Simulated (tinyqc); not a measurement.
What each parameter does: Wannier functions of a composite (isolated) pair of valence bands (bonds of an sp chain).

Each atom has a hybrid pointing left (<) and right (>). H(k): diagonal +V3 on A, -V3 on B; <A<|A>> = -V1a, <B<|B>> = -V1b, <A>|B<> = -V2, <B>|A<> = -V2p exp(ik); k in 1/a, Bloch sums with exp(ikR). The two lowest bands are filled. Trial functions in cell 0: g1 = cos(c) A> + sin(c) B<, and g2 = sin(c) B> + cos(c) A< of cell 1, whose Bloch vector has cos(c) exp(-ik) on A<. Projection A_mn = <psi_m|g_n>, S = A^+ A, Loewdin U = A S^(-1/2), Bloch-like states w_n = sum_m psi_m U_mn, H_W(k) = U^+ diag(E) U. P = sum_m |psi_m><psi_m| is free of phase choices, and S = g^+ P g, w = P g S^(-1/2).

Parameters, chosen for this exercise: V2 = 4.31 eV (coupling in the bond A-B inside the cell); V2p = 2.8 eV (coupling in the bond to the next cell); V1a = 0.89 eV (coupling of the two hybrids on A); V1b = 1.24 eV (the same on B); V3 = 2.13 eV (A at +V3, B at -V3); c = 55 degrees (trial bonds cos(c) on A, sin(c) on B); xb = 0.47 a (position of B (A at 0)).

N = 12: centres, total spread (point-like hybrids at R and R + xb) and H_12(0).

Results for these values:
```
case  centre 1 (a)  centre 2 (a)  total spread (a^2)  H_12(0) (eV)
base        0.3364        0.5760              0.0938       -0.9328
```

What happens to each result for V2p = 3.2 eV, all else kept?

Answer: centre 1 rises from 0.3364 to 0.3369; centre 2 rises from 0.5760 to 0.5898; total spread rises from 0.0938 to 0.0976; H_12(0) rises from -0.9328 to -0.9197.

The same for each parameter in turn:
```
case           centre 1 (a)  centre 2 (a)  total spread (a^2)  H_12(0) (eV)
base                 0.3364        0.5760              0.0938       -0.9328
V2 = 4.71 eV         0.3293        0.5757              0.0948       -0.9217
V2p = 3.2 eV         0.3369        0.5898              0.0976       -0.9197
V1a = 1.09 eV        0.3352        0.5769              0.0947       -0.9302
V1b = 1.44 eV        0.3362        0.5759              0.0949       -1.0822
V3 = 2.53 eV         0.3513        0.5587              0.0840       -0.9742
xb = 0.52 a          0.3720        0.6157              0.0957       -0.9328
```

Program tinyqc; command `OMP_NUM_THREADS=1 python tinyqc.py 1450668 1450669 out.jsonl`; about 0.3 s on one thread of a shared Intel(R) Xeon(R) Processor @ 2.30GHz.
